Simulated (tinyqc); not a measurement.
Worked calculation: phonon-assisted absorption at an indirect gap. Values are carried at full precision from step to step, so a last printed digit may differ when a step is redone from the rounded ones.

alpha(E) = sum_j A_j [N_j (E - Eg + w_j)^2 + (N_j + 1)(E - Eg - w_j)^2], each bracket counted only where its base is positive; N_j = 1/(exp(w_j/kB T) - 1). The first term absorbs a phonon and the second emits one; excitons and direct transitions are left out.

Constants: kB = 8.617333262e-05 eV/K.

Values chosen for the exercise (loosely those of Si at room temperature; Eg is not tied to T; shifted at random, so the results belong to these values and not to a real crystal):
```
symbol  value        unit         meaning
Eg      1.118        eV           indirect gap, held fixed unless listed
w       (59.1, 18)   meV          two zone-edge phonons
A       (3200, 390)  1/(cm eV^2)  their strengths
T       200          K
E       1.198        eV           photon energy
nr      3.54                      refractive index
d       1.8          micrometre   thickness
xj      0.8          micrometre   dead layer at the surface
W       3.7          micrometre   depleted width
L       17           micrometre   minority diffusion length below it
```

## The four branches at one energy

Evaluate the occupations and each term.

N_j: 0.03350  0.5430

terms with phonon absorption (1/cm): 2.074  2.034

terms with phonon emission (1/cm): 1.445  2.313

alpha = 7.866 1/cm
wavelength hc/E (hc = 1239.841984 eV nm) = 1034.9 nm

Phonon absorption supplies 52.2 % of alpha; the depth 1/alpha is 1.27e+03 micrometre.

## What a slab does with it

Slab of thickness d in air, incoherent passes: R = ((nr - 1)/(nr + 1))^2, x = exp(-alpha d); transmitted Tr = (1 - R)^2 x/(1 - R^2 x^2), reflected Rt = R + (1 - R)^2 R x^2/(1 - R^2 x^2), absorbed Ab = (1 - R)(1 - x)/(1 - R x).

d in cm is 1e-4 times the value in micrometres.

R = 0.3130
x = 0.9986
Tr = 0.5223
Rt = 0.4763
Ab = 0.0014

A single pass would absorb (1 - R)(1 - x) = 0.0010; the back face adds 0.0004.

## Quantum efficiency of a diode

Photodiode (Gaertner form with a dead layer): QE = (1 - R) exp(-alpha xj) [1 - exp(-alpha W)/(1 + alpha L)], R = ((nr - 1)/(nr + 1))^2; responsivity = QE/E in A/W for E in eV.

Evaluate the factors; 1 micrometre = 1e-4 cm.

passes the dead layer = 0.9994
collected share = 0.0161
QE = 0.0110
responsivity = 0.0092 A/W

Without diffusion from below the collected share would be 0.0029.

## Checks

- Tr + Rt + Ab against 1: both 1.000000.

Run: tinyqc, `OMP_NUM_THREADS=1 python tinyqc.py 1652376 1652377 out.jsonl`; Intel(R) Xeon(R) Processor @ 2.30GHz, one thread, shared host; about 0.01 s of CPU time with all checks.
